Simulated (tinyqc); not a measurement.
CCSD on RHF in the 6-31g basis, for H3-, spin multiplicity 1, step by step. The basis has no diffuse functions, so it cannot describe the extra electron: this is an exercise in the method, not the real anion. One step of it, computed by the program tinyqc.

Task: CCSD: starting amplitudes. t_ij^ab = <ij||ab> / (e_i + e_j - e_a - e_b), whose energy is MP2.

orbital energies (hartree): MO1 -0.256497, MO2 -0.003758, MO3 0.542514, MO4 1.288758, MO5 1.402595, MO6 1.513977

Two-electron integrals over orbitals (pq|rs), unique and non-zero (hartree):
```
p,q,r,s,(pq|rs)
1,1,1,1,0.479234
2,1,2,1,0.122221
2,2,1,1,0.398456
2,2,2,2,0.399846
3,1,1,1,0.077403
3,1,2,2,-0.000563
3,1,3,1,0.074084
3,2,2,1,-0.078985
3,2,3,2,0.076194
3,3,1,1,0.383792
3,3,2,2,0.346307
3,3,3,1,0.035581
3,3,3,3,0.347908
4,1,1,1,0.076000
4,1,2,2,0.067123
4,1,3,1,0.008524
4,1,3,3,0.047379
4,1,4,1,0.056606
4,2,2,1,0.055729
4,2,3,2,-0.029809
4,2,4,2,0.054301
4,3,1,1,-0.010065
4,3,2,2,-0.024336
4,3,3,1,0.012464
4,3,3,3,-0.001911
4,3,4,1,-0.001734
4,3,4,3,0.020564
4,4,1,1,0.429347
4,4,2,2,0.390458
4,4,3,1,0.038735
4,4,3,3,0.350200
4,4,4,1,0.076281
4,4,4,3,-0.025273
4,4,4,4,0.425469
5,1,2,1,0.053258
5,1,3,2,-0.025021
5,1,4,2,0.051033
5,1,5,1,0.048896
5,2,1,1,0.085658
5,2,2,2,0.087752
5,2,3,1,-0.000734
5,2,3,3,0.044276
5,2,4,1,0.056249
5,2,4,3,-0.022126
5,2,4,4,0.100895
5,2,5,2,0.077676
5,3,2,1,-0.001721
5,3,3,2,-0.011005
5,3,4,2,-0.020812
5,3,5,1,-0.020178
5,3,5,3,0.021752
5,4,2,1,0.134769
5,4,3,2,-0.088021
5,4,4,2,0.081026
5,4,5,1,0.077149
5,4,5,3,-0.013262
5,4,5,4,0.177059
5,5,1,1,0.400118
5,5,2,2,0.409727
5,5,3,1,-0.007302
5,5,3,3,0.338232
5,5,4,1,0.090043
5,5,4,3,-0.034462
5,5,4,4,0.421630
5,5,5,2,0.122378
5,5,5,5,0.460554
6,1,1,1,-0.038123
6,1,2,2,0.021568
6,1,3,1,-0.055432
6,1,3,3,-0.032588
6,1,4,1,-0.008702
6,1,4,3,-0.032354
6,1,4,4,0.002189
6,1,5,2,0.025146
6,1,5,5,0.040184
6,1,6,1,0.079671
6,2,2,1,0.050199
6,2,3,2,-0.023404
6,2,4,2,0.040314
6,2,5,1,0.039515
6,2,5,3,-0.018404
6,2,5,4,0.069187
6,2,6,2,0.037745
6,3,1,1,-0.115949
6,3,2,2,-0.054576
6,3,3,1,-0.058473
6,3,3,3,-0.066377
6,3,4,1,-0.047470
6,3,4,3,-0.009292
6,3,4,4,-0.087383
6,3,5,2,-0.037957
6,3,5,5,-0.060018
6,3,6,1,0.051926
6,3,6,3,0.083967
6,4,1,1,-0.030438
6,4,2,2,0.038560
6,4,3,1,-0.064714
6,4,3,3,-0.017327
6,4,4,1,0.015789
6,4,4,3,-0.026645
6,4,4,4,0.011704
6,4,5,2,0.041333
6,4,5,5,0.070325
6,4,6,1,0.072487
6,4,6,3,0.042501
6,4,6,4,0.091722
6,5,2,1,0.095441
6,5,3,2,-0.068280
6,5,4,2,0.060964
6,5,5,1,0.057046
6,5,5,3,-0.007290
6,5,5,4,0.127538
6,5,6,2,0.047913
6,5,6,5,0.096335
6,6,1,1,0.503295
6,6,2,2,0.389214
6,6,3,1,0.108718
6,6,3,3,0.406364
6,6,4,1,0.105067
6,6,4,3,0.014017
6,6,4,4,0.448711
6,6,5,2,0.088403
6,6,5,5,0.400727
6,6,6,1,-0.097360
6,6,6,3,-0.167325
6,6,6,4,-0.075293
6,6,6,6,0.608133
```

Give: Starting amplitudes; correlation energy.

Result:

Starting amplitudes (spin orbitals 1a, 1b, ...; amplitudes related by a flip of all spins are not repeated):
```
from,to,t
2a 2b,3a 3b,-0.0697
1a 1b,3a 3b,-0.0464
2a 2b,5a 5b,-0.0276
1a 1b,6a 6b,-0.0225
1a 1b,3a 6b,0.0216
2a 2b,4a 4b,-0.0210
1a 2b,4a 5b,-0.0191
1a 1b,4a 4b,-0.0183
1a 2b,4b 5a,0.0173
2a 2b,3a 4b,0.0162
1a 1b,5a 5b,-0.0147
2a 2b,4a 6b,-0.0143
1a 2b,5a 6b,-0.0124
2a 2b,6a 6b,-0.0124
1a 2b,3b 5a,-0.0113
2a 2b,3a 6b,0.0113
1a 2a,3a 5a,-0.0110
1a 2b,5b 6a,0.0079
1a 2a,5a 6a,-0.0045
1a 1b,3a 4b,-0.0036
1a 1b,4a 6b,0.0026
1a 2a,4a 5a,-0.0018
1a 2b,3a 5b,3.33e-04
```

correlation energy = -0.027748 hartree
